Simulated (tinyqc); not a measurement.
Effective-mass impurity with a central-cell term, in a basis of Slater functions: one step, computed by the program tinyqc. Command: `OMP_NUM_THREADS=1 python tinyqc.py 3018482 3018483 out.jsonl centralcell walk`. One thread of a shared host (Intel(R) Xeon(R) Processor @ 2.30GHz), about 0.01 s of CPU time with the checks.

The envelope obeys H = -nabla^2 - (2/r) [Z + A exp(-kappa r)] in effective units, with kappa = a*/lambda; positive A deepens the well near the core.

Task: Effective units. Units: Ry* = Ry m/eps^2 and a* = a_0 eps/m, with m in m_0. kappa = a*/lambda; the hydrogenic ground state is bound by Z^2 Ry*.

Inputs (values chosen for the exercise, with mass and screening modelled on ZnO): effective mass m = 0.264 m_0; dielectric constant eps = 8.48; charge Z of the core = 1; central-cell range lambda = 2.4 angstrom.

Impurity: donor, one isotropic band.

Constants: Ry = 13.605693123 eV; a_0 = 0.529177210903 angstrom.

Give: Ry*; a*; kappa; hydrogenic binding energy.

Result:

Ry* = 49.95 meV

a* = 17.00 angstrom

kappa = 7.082 1/a*

hydrogenic binding energy = 49.95 meV
